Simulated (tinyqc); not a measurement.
# From the Foster terms back to the ladder

Inverse problem. A two-node ladder (R1 between the nodes, R2 to ambient, C1 and C2 to ambient) has Z(t) = r_1 (1 - exp(-t/tau_1)) + r_2 (1 - exp(-t/tau_2)) at node 1. Find C1, R1, R2 and C2.

tau_1, tau_2 (ms): 0.37191924  1.6647808
r_1, r_2 (K/W): 0.70153514  1.1284649

Solution. The initial slope gives 1/C1 = sum r/tau, the initial curvature 1/(R1 C1^2) = sum r/tau^2, the final value R1 + R2 = sum r, and the determinant tau_1 tau_2 = R1 R2 C1 C2.

C1 = 0.390 mJ/K
R1 = 1.20 K/W
R2 = 0.630 K/W
C2 = 2.10 mJ/K

Program tinyqc, `OMP_NUM_THREADS=1 python tinyqc.py 2520147 2520148 out.jsonl`; Intel Xeon 2.30GHz, shared host, one thread, about 0.01 s.
